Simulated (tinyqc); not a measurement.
Current of a Schottky diode by thermionic-emission-diffusion theory, and its read-back from I-V-T and C-V data: one step, computed by the program tinyqc. Command: `OMP_NUM_THREADS=1 python tinyqc.py 3013852 3013853 out.jsonl schottky walk`. One thread of a shared host (Intel(R) Xeon(R) Processor @ 2.30GHz), about 0.01 s of CPU time with the checks.

Full ionisation, no tunnelling, no recombination current. V is the voltage across the junction itself, forward positive.

Question. Barrier at the given bias. N_c(T) = N_c (T/300 K)^(3/2); V_bi = phi_0 - (k_B T/e) ln(N_c(T)/N); surface field F = sqrt(2 e N (V_bi - V - k_B T/e)/(eps eps_0)); image lowering d_phi = sqrt(e F/(4 pi eps eps_0)); effective barrier phi = phi_0 - d_phi - sigma^2 (1 - rho V)/(2 k_B T).

Inputs (values chosen for the exercise, modelled on n-type amorphous oxide):
```
quantity                                     value          unit
Richardson constant A*                        38.8  A/(cm^2 K^2)
effective density of states at 300 K, N_c  4.8e+18        1/cm^3
permittivity eps                                10             -
mobility mu                                     12    cm^2/(V s)
barrier without image force phi_0 (mean)     0.849            eV
doping N                                   1.4e+16        1/cm^3
junction voltage V                            0.43             V
temperature T                                  250             K
standard deviation sigma                        76           meV
relative change of sigma^2 with bias, rho      0.3           1/V
```

Barrier: Gaussian spread of heights.

Constants: k_B = 8.617333262e-05 eV/K; e = 1.602176634e-19 C; eps_0 = 8.8541878128e-12 F/m.

Give: built-in voltage V_bi; surface field F; image lowering; effective barrier phi.

Answer.

built-in voltage V_bi = 0.72914 V

surface field F = 37.503 kV/cm

image lowering = 23.238 meV

effective barrier phi = 0.70900 eV
